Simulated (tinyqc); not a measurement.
Interface traps from C-V curves, high-low and Terman methods: one step of the calculation.

MOS capacitor on an n-type substrate; psi is the band bending, negative in depletion; only majority carriers are counted. At the bending psi the Fermi level lies y = xi - psi below the conduction edge at the surface, xi = Vt ln(Nc/Nd). Dit(y) = D0 + D1 exp(-y/E1); traps fill up to the Fermi level, follow the bias and a slow signal, and do not follow a fast one. V is the gate voltage from flat band.

Question. High-low extraction. q Dit = (1/C_LF - 1/Cox)^(-1) - (1/C_HF - 1/Cox)^(-1) at each point.

Constants: q = 1.602176634e-19 C. Results are converted to the units shown.

| point | C_HF (nF/cm^2) | C_LF (nF/cm^2) |
|---|---|---|
| 0 | 45.292304 | 55.899000 |
| 1 | 48.711719 | 60.823451 |
| 2 | 53.057025 | 67.551294 |
| 3 | 58.842658 | 77.084663 |
| 4 | 67.100278 | 91.180570 |
| 5 | 80.292494 | 113.30240 |
| 6 | 105.88117 | 151.93314 |
| 7 | 172.07013 | 234.20952 |

Cox = 1569.6060 nF/cm^2

Give: Dit by high-low.

Answer.

| point | Dit by high-low (cm^-2 eV^-1) |
|---|---|
| 0 | 7.0686e10 |
| 1 | 8.1162e10 |
| 2 | 9.7842e10 |
| 3 | 1.2440e11 |
| 4 | 1.6669e11 |
| 5 | 2.3403e11 |
| 6 | 3.4126e11 |
| 7 | 5.1199e11 |

tinyqc, about 0.01 s, one thread, Intel Xeon 2.30GHz (shared host): `OMP_NUM_THREADS=1 python tinyqc.py 2030129 2030130 out.jsonl`
